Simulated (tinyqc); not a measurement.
Stress in a transistor channel from embedded alloy regions, liners and fins, by half-space elasticity: one step, computed by the program tinyqc.

Plane strain in an isotropic half-space, the same constants everywhere; x along the channel from its centre, y downwards from the free surface; stress is positive in tension.

Problem. Relaxation at the ends of a cut stripe. Shear-lag estimate for a stripe of length l and height h on a like substrate: the stress along it is s(x)/s_film = 1 - cosh(x/lam)/cosh(l/(2 lam)), lam = (pi/2) g h with g = 1.258; mean = 1 - (2 lam/l) tanh(l/(2 lam)).

Inputs (values chosen for the exercise, modelled on silicon): length of a cut fin or stripe = 520 nm; height of the strained layer h = 16 nm.

Give: transfer length lam; share kept at the centre; share kept on average.

Solution.

transfer length lam = 31.62 nm

share kept at the centre = 0.9995

share kept on average = 0.8784

The stripe is long enough to keep its strain at the centre. Caution: far from the ends the true relaxation falls as h/x, more slowly than the exponential of the shear-lag model.
